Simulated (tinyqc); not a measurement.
Electron mobility in a silicon inversion layer, empirical terms and Matthiessen rule: one step of the calculation.

Inversion layer of sheet density Ns on a uniformly doped body, under a high-permittivity gate with an interlayer. The mobility terms are empirical power laws with prefactors chosen for the exercise; adding their inverses (Matthiessen) is itself an approximation.

Task. Inversion density for the measured current. I = (W/L) q Ns mu Vd. E = q (Ndep + eta Ns)/(eps0 eps_r) in MV/cm. With t = T/(300 K): muC = Ac (Ns/1e12 cm^-2) t/(Nb/1e17 cm^-3 + Nit/1e11 cm^-2), muP = Ap E^(-1/3) t^(-1.75), muS = As E^(-gs), muR = Ar exp(2 ti/lr)/t; 1/mu is the sum of the inverses. Ns(new) = I/((W/L) q mu Vd).

Values chosen for this exercise; material values close to those of silicon: temperature T = 293 K; relative permittivity of the semiconductor eps_r = 11.8; body doping Nb = 1.6e17 cm^-3; weight of the inversion charge in the effective field eta = 0.5; phonon-limited mobility at 1 MV/cm and 300 K Ap = 388 cm^2/(V s); roughness-limited mobility at 1 MV/cm As = 1210 cm^2/(V s); exponent of the roughness term gs = 2; Coulomb prefactor Ac = 1600 cm^2/(V s); charge at the interface Nit = 3.3e11 cm^-2; remote-phonon mobility without interlayer Ar = 200 cm^2/(V s); interlayer thickness ti = 1.4 nm; decay length of remote phonons lr = 0.6 nm; ratio W/L WL = 20; drain voltage Vd = 0.02 V; measured linear current I = 163 uA.

Constants: q = 1.602176634e-19 C, eps0 = 8.8541878128e-14 F/cm where lengths are in cm. Results are converted to the units shown.

Ns after iteration 1 = 1.0466790e13 cm^-2
Ndep = 1.3495281e12 cm^-2

Wanted: E; mu; Ns after iteration 2.

Result.

E = 1.0095 MV/cm
mu = 272.59 cm^2/(V s)
Ns after iteration 2 = 9.3305e12 cm^-2

Numbers from tinyqc (`OMP_NUM_THREADS=1 python tinyqc.py 2510037 2510038 out.jsonl`; about 0.01 s on one thread of a shared Intel Xeon 2.30GHz).
